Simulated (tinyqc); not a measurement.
# Band bending at a free surface with a continuum of surface states, surface photovoltage and Kelvin probe: what changes with what

n-type bulk, xi = Ec - EF = Vt ln(Nc/Nd), p0 = ni^2/Nd, ni = sqrt(Nc Nv) exp(-Eg/(2 Vt)), Eg in volts. b is the upward band bending, u = b/Vt. Space charge per area, in units of q: Qc = sign(b) sqrt((2 eps0 eps_r Vt/q) [(Nd + dn)(exp(-u) - 1) + Nd u + (p0 + dn)(exp(u) - 1)]), with dn the excess density under light (flat quasi-Fermi levels; 0 in the dark). The states hold -Ds (E0 - xi - b): negative while the Fermi level lies above the neutrality level. Neutrality: Qc + Qf + (charge of the states) = 0.

Parameters, values chosen for the exercise; band and dielectric values close to those of silicon:
- T = 300 K (temperature)
- Eg = 1.13 eV (band gap)
- eps_r = 11.8 (relative permittivity)
- Nc = 2.77e19 cm^-3 (conduction-band density of states at T)
- Nv = 2.66e19 cm^-3 (valence-band density of states at T)
- chi = 3.99 eV (electron affinity)
- Nd = 3.2e16 cm^-3 (donor density)
- Qf = 1.1e11 cm^-2 (fixed positive charge at the surface)
- pt = 4.5 eV (work function of the probe tip)
- Ds = 3.4e13 cm^-2 eV^-1 (density of surface states)
- E0 = 0.36 eV (depth of their neutrality level below the conduction edge)

Constants: q = 1.602176634e-19 C, kB = 1.380649e-23 J/K, Vt = kB T/q, eps0 = 8.8541878128e-14 F/cm where lengths are in cm. Results are converted to the units shown.

Each table varies one quantity; the others keep the values above.

## Pinning by the surface states

b solves the neutrality condition in the dark.

Pinning by the surface states:
```
Ds (cm^-2 eV^-1)	b (V)	xi + b (eV)	Qc (cm^-2)
2.4e10	-0.02986	0.1450	-1.048e11
6.7e10	-0.02772	0.1471	-9.574e10
1.8e11	-0.02198	0.1529	-7.272e10
5.1e11	-0.004531	0.1703	-1.326e10
1.4e12	0.04083	0.2157	9.205e10
3.9e12	0.1091	0.2839	1.868e11
1.1e13	0.1541	0.3290	2.314e11
2.9e13	0.1728	0.3477	2.477e11
8.1e13	0.1807	0.3555	2.542e11
```

b rises from -0.0299 to 0.181 V. The Fermi level moves towards E0 = 0.36 eV and is within 4.50 meV of it in the last row; it is half-way there at the Ds that solves Ds b = Qc(b) + Qf with b = (E0 - xi)/2, 3.00e12 cm^-2 eV^-1.

## Kelvin-probe contrast of the doping

Same model as above.

Work function chi + xi + b; contact potential difference CPD = (work function of the sample) - pt.

Result of one run:
```
Nd (cm^-3)	xi (eV)	b (V)	CPD (mV)
1.3e17	0.1386	0.2021	-169.3
```

What becomes of these results when the donor density Nd is changed from 1.3e17 to 1.4e14 cm^-3, all else the same?

Result of the changed run:
```
Nd (cm^-3)	xi (eV)	b (V)	CPD (mV)
1.4e14	0.3153	0.04131	-153.4
```

The whole series:
```
Nd (cm^-3)	xi (eV)	b (V)	CPD (mV)
1.4e14	0.3153	0.04131	-153.4
5.5e14	0.2799	0.07630	-153.8
2.1e15	0.2453	0.1101	-154.7
8.3e15	0.2097	0.1437	-156.6
3.3e16	0.1741	0.1753	-160.7
1.3e17	0.1386	0.2021	-169.3
5e17	0.1038	0.2199	-186.3
1.9e18	0.06927	0.2226	-218.2
```

xi falls by 246 mV over the table and the CPD by 64.8 mV; b rises from 0.0413 to 0.223 V. Between the first two rows the CPD follows 1.09 % of the change of xi, and between the last two 92.3 %. It is below 100 % where b rises with the doping (pinning hides it).

## Photovoltage against injection

Same model as above.

Under chopped light the surface charge keeps its dark value, so b falls to bL with Qc(bL, dn) = Qc(b, 0); the photovoltage is b - bL.

Photovoltage against injection:
```
dn (cm^-3)	bL (V)	photovoltage (mV)	share of b removed (%)
2.8e7	0.17459	1.9361e-5	1.1090e-5
3.5e8	0.17459	2.4201e-4	1.3862e-4
4.5e9	0.17458	0.0031113	0.0017821
5.7e10	0.17455	0.039354	0.022541
7.3e11	0.17409	0.49518	0.28363
9.2e12	0.16939	5.2003	2.9786
1.2e14	0.14659	27.995	16.035
1.5e15	0.10533	69.262	39.672
1.9e16	0.057727	116.86	66.935
2.4e17	0.021490	153.10	87.691
```

Read the table: what changes, and by how much?

The photovoltage rises from 1.94e-5 to 153 mV, towards the full b = 175 mV. Its steepest rise is 43.2 mV a decade (Vt ln 10 = 59.5 mV), and it reaches 87.7 % of b in the last row: even strong light does not flatten the bands fully, so a saturation reading understates b. For dn = 2.4e17 the injection is high, and a Dember voltage, left out here, adds to the signal.

tinyqc, about 0.01 s, one thread, Intel Xeon 2.30GHz (shared host): `OMP_NUM_THREADS=1 python tinyqc.py 2430056 2430057 out.jsonl`
